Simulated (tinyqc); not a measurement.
Schottky diode by thermionic emission with image-force lowering and series resistance: one step of the calculation.

Metal on an n-type semiconductor with one parabolic valley; V > 0 is forward bias (metal positive). I = I0 [exp(Vj/(n Vt)) - 1] with Vj = V - I Rs; I0 = S A* T^2 exp(-(phi - dphi)/Vt), the lowering dphi taken at zero bias.

Question. Junction voltage. Newton step for g(Vj) = Vj + Rs I0 [exp(Vj/(n Vt)) - 1] - V = 0: Vj(new) = Vj - g/g', g' = 1 + Rs I0 exp(Vj/(n Vt))/(n Vt).

Parameters, values chosen for the exercise; band and dielectric values close to those of In0.53Ga0.47As:
- T = 200 K (temperature)
- n = 1.16 (ideality factor)
- Rs = 5.4 ohm (series resistance)
- V = 0.41 V (applied bias)

Constants: q = 1.602176634e-19 C, kB = 1.380649e-23 J/K, Vt = kB T/q. Results are converted to the units shown.

I0 = 1.9466854e-9 A
Vj after iteration 1 = 0.39005483 V

Find: Vj after iteration 2.

Answer.

Vj after iteration 2 = 0.37032 V

Program tinyqc, `OMP_NUM_THREADS=1 python tinyqc.py 2640013 2640014 out.jsonl`; Intel Xeon 2.30GHz, shared host, one thread, about 0.01 s.
